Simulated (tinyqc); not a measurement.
# Frenkel-Kontorova chain: a misfit dislocation (kink) in a monolayer on a periodic substrate, step by step

A worked calculation. Computed by tinyqc, a small Python program that keeps every step. Command: `OMP_NUM_THREADS=1 python tinyqc.py 3004474 3004475 out.jsonl fkchain walk`. One thread of a shared host (Intel(R) Xeon(R) Processor @ 2.30GHz), about 0.02 s of CPU time with the checks. Intermediate numbers are printed to about 5 digits and carried at full precision; extremes and crossings named in words are read from the listed rows.

E = sum_j [(k/2)(x_(j+1) - x_j - b)^2 + (W/2)(1 - cos(2 pi x_j/a))], x_j = a (j + u_j). A kink takes u from 0 to 1: the chain is stretched by one period and has one atom fewer than wells.

Inputs (values chosen for the exercise, for a model overlayer):
```
quantity              value           unit
spring constant k      8.09  eV/angstrom^2
substrate period a     3.12       angstrom
corrugation W          4.83             eV
misfit f = (b - a)/a   0.35              -
atoms on each side n      8              -
atomic mass M           171              u
```

Relaxation: Newton steps.

Constants: nu for 1 eV/(angstrom^2 u) = 15.6333042 THz.

## Continuum limit

l0 = sqrt(k a^2/(2 W)); kink u(j) = (2/pi) arctan exp(pi j/l0); kink energy at f = 0: E0 = (4/pi) W l0; with misfit E0 - k a^2 f; kinks become favourable at f_c = 2/(pi l0), and a coherent chain with free ends loses stability at f_m = 1/l0. Lowest vibration of the flat chain: nu0 = 15.6333042 THz x sqrt(2 pi^2 W/(a^2 M)).

kink width l0 = 2.8552

kink energy E0 = 17.559 eV

kink energy with misfit = -10.004 eV

critical misfit f_c = 0.22297

limit f_m = 0.35024

gap frequency nu0 = 3.7414 THz

f_c < f < f_m: kinks lower the energy, but must enter over a barrier at the ends. Caution: a corrugation above 1 eV is larger than real overlayers usually show; it is chosen to keep the kink narrow. Caution: for l0 below about 3 the kink spans few atoms, and the continuum kink energy is off by about 2 per cent or more.

## Start between two atoms

Discrete chain at f = 0, ends held at u = 0 and 1: E = (k a^2/2) sum (u_(j+1) - u_j)^2 + (W/2) sum (1 - cos 2 pi u_j), gradient g_j = k a^2 (2 u_j - u_(j-1) - u_(j+1)) + pi W sin(2 pi u_j), Hessian 2 k a^2 + 2 pi^2 W cos(2 pi u_j) on the diagonal and -k a^2 beside it. Free atoms j = -n..n-1 start from the continuum shape centred half-way, at j + 1/2.

u at the start: 0.00017  0.00050  0.00150  0.00450  0.01353  0.04061  0.12074  0.33310  0.66690  0.87926  0.95939  0.98647  0.99550  0.99850  0.99950  0.99983

E at the start = 17.249 eV

gradient (eV): 0.0027  -0.0050  -0.0150  -0.0450  -0.1333  -0.3473  0.0249  3.5888  -3.5888  -0.0249  0.3473  0.1333  0.0450  0.0150  0.0050  -0.0027

## Relaxation

Start as above (continuum shape at j + 1/2, j = -n..n-1, l0 = sqrt(k a^2/(2 W))). u(new) = u - H^-1 g; stop when the largest gradient is below 1e-9 eV.

Course:
```
step  E (eV)  largest gradient (eV)
1     17.249             3.5888e+00
2     17.170             1.3466e-01
3     17.170             1.8850e-04
4     17.170             3.8661e-10
```

relaxed u: 0.00018  0.00058  0.00169  0.00484  0.01385  0.03960  0.11281  0.31144  0.68856  0.88719  0.96040  0.98615  0.99516  0.99831  0.99942  0.99982

energy, centre between atoms = 17.170 eV

last gradient = 3.8661e-10 eV

Converged; the discrete energy is 0.9779 of the continuum value, which puts the discrete f_c = E/(k a^2) at 0.2180.

## Peierls barrier

Repeat by Newton steps with an atom at the centre (j = -n..n, u_0 = 1/2). Barrier = difference of the two energies; the lowest Hessian eigenvalue tells minimum from saddle.

energy, centre on an atom = 17.290 eV

Peierls barrier = 120.31 meV

lowest eigenvalue, between atoms = 10.247 eV

lowest eigenvalue, on an atom = -9.6335 eV

The atom-centred kink, with an atom on top of the corrugation, is a saddle and the other a minimum. The barrier is 2.5 % of W, what one atom alone would climb.

## Kink density above f_c

Frank and van der Merwe: the modulus q solves f = 2 E(q)/(pi l0 q), and the kinks per atom are pi/(2 l0 q K(q)), with the complete elliptic integrals K and E; strain left = f - density (for f above f_c = 2/(pi l0)).

Continuum ground state:
```
f             q  kinks per atom  strain left
0.2241  0.99898         0.12275      0.10135
0.2274  0.99532         0.14823      0.07917
0.2341  0.98671         0.17326      0.06084
0.2453  0.97068         0.19965      0.04565
0.2676  0.93615         0.23708      0.03052
0.3122  0.86540         0.29505      0.01715
0.3790  0.76740         0.36997      0.00903
0.4905  0.63534         0.48645      0.00405
```

0.51 % above f_c the density is already 0.55 of f: kinks repel only exponentially, so they flood in, as 1/|ln(f - f_c)|. At 2.2 f_c they take up 99.2 % of the misfit and the layer floats nearly free.

Checks made by the program: energy against a quasi-Newton minimiser (relative difference below 1e-10).
